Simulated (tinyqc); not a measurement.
Polytypes and stacking faults of a tetrahedral semiconductor in an axial Ising model with couplings up to third neighbours: one step, computed by the program tinyqc. Command: `OMP_NUM_THREADS=1 python tinyqc.py 3002014 3002015 out.jsonl polytype walk`. One thread of a shared host (Intel(R) Xeon(R) Processor @ 2.30GHz), about 0.01 s of CPU time with the checks.

Each double layer has s = +1 or -1 for the sense of its stacking step; E per pair of atoms = E0 - sum_n J_n <s_i s_(i+n)>, n = 1, 2, 3. Hexagonality h = (1 - <s_i s_(i+1)>)/2.

Question. Electronic energy gained by the fault. The fault binds electrons in a two-dimensional band E_b below the conduction edge, g2 = m m0/(pi hbar^2) for one valley. With the Fermi level held by the bulk, eta = ln[n/N_c(T)], N_c(T) = N_c (T/300)^1.5, the grand potential falls by g2 (k_B T)^2 F1(x), x = eta + E_b/(k_B T), F1(x) = integral from 0 to infinity of ln(1 + exp(x - t)) dt; sheet density g2 k_B T ln(1 + e^x). Band bending by the trapped charge is left out, so the gain is an upper bound. Net fault energy = gamma of the intrinsic fault less the electronic gain.

Inputs (values chosen for the exercise, of the order of those of silicon for J, a, G and the gaps): binding energy of the fault level E_b = 0.064 eV; in-plane mass m = 0.27 m0; effective density of states N_c at 300 K = 1.9e+19 1/cm^3; electron density n = 5.8e+15 1/cm^3; temperature T = 300 K.

Host polytype: 3C.

energy of the glide fault, intrinsic = 45.52819 mJ/m^2

Constants: m_0 = 9.1093837015e-31 kg; hbar = 1.054571817e-34 J s; k_B = 1.380649e-23 J/K; k_B = 8.617333262e-05 eV/K.

Give: x; sheet density; electronic gain; net fault energy.

Answer.

x = -5.619

sheet density = 1.056e+10 1/cm^2

electronic gain = 4.379e-04 mJ/m^2

net fault energy = 45.53 mJ/m^2

The gain offsets 9.6e-4 % of the fault energy.
